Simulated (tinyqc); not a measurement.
Inside a calculation. Method: Hubbard ring of 6 sites. Computed by tinyqc, a small Python program that keeps every step. Settings: hopping = 0.51, U = 2.3, mixing = 1, iteration cap = 63. Command: `OMP_NUM_THREADS=1 python tinyqc.py 28675 28676 out.jsonl` (the two numbers bound the seeds that draw the settings). One thread of a shared host (Intel(R) Xeon(R) Processor @ 2.60GHz), about 0.2 s of CPU time with the checks.

one-body matrix (hopping and site energies) (eV):
```
           1          2          3          4          5          6
1   0.000000  -0.510000   0.000000   0.000000   0.000000  -0.510000
2  -0.510000   0.000000  -0.510000   0.000000   0.000000   0.000000
3   0.000000  -0.510000   0.000000  -0.510000   0.000000   0.000000
4   0.000000   0.000000  -0.510000   0.000000  -0.510000   0.000000
5   0.000000   0.000000   0.000000  -0.510000   0.000000  -0.510000
6  -0.510000   0.000000   0.000000   0.000000  -0.510000   0.000000
```

U = 2.300000 eV

electrons, up and down: 5  3

n(up) at the start (a guess, not normalised): 1 0.883000, 2 0.783000, 3 0.883000, 4 0.783000, 5 0.883000, 6 0.783000

n(down) at the start (a guess): 1 0.450000, 2 0.550000, 3 0.450000, 4 0.550000, 5 0.450000, 6 0.550000

Each step fills the lowest levels of T + U n(other spin) and sets n(new) = n + mixing (n(out) - n); stop when output and input agree to 1e-8.

Course of the cycle:
```
iteration      E (eV)  largest |n(out) - n(in)|  mean |n_up - n_down|
1          2.70412061                  4.20e-02              0.333333
2          2.69942004                  5.70e-02              0.333333
3          2.69640744                  2.80e-02              0.333333
4          2.69440470                  3.84e-02              0.333333
5          2.69305498                  1.92e-02              0.333333
6          2.69212935                  2.65e-02              0.333333
7          2.69149051                  1.34e-02              0.333333
8          2.69104582                  1.85e-02              0.333333
9          2.69073533                  9.41e-03              0.333333
10         2.69051763                  1.30e-02              0.333333
11         2.69036475                  6.62e-03              0.333333
...               ...                       ...                   ...
53         2.69000000                  4.43e-06              0.333333
54         2.69000000                  6.14e-06              0.333333
55         2.69000000                  3.13e-06              0.333333
56         2.69000000                  4.33e-06              0.333333
57         2.69000000                  2.21e-06              0.333333
58         2.69000000                  3.06e-06              0.333333
59         2.69000000                  1.56e-06              0.333333
60         2.69000000                  2.16e-06              0.333333
61         2.69000000                  1.10e-06              0.333333
62         2.69000000                  1.53e-06              0.333333
63         2.69000000                  7.79e-07              0.333333
```

Can the last value be used, and what does the course show?

Not by the stop rule, although the second column moves by less than 1e-07 over the last three steps. Not converged within 63 iterations: the residual falls in a zigzag, on average by a factor of about 0.84 a step. The lowest mean-field energy found from random starts is 2.65201 eV. Reruns (cap 100 unless said): mixing 0.2: not converged; mixing 0.5: not converged; mixing 0.9: converged in 92 to a higher stationary point (E = 2.69000); the original settings with a cap of 400: converged in 89 to a higher stationary point (E = 2.69000).
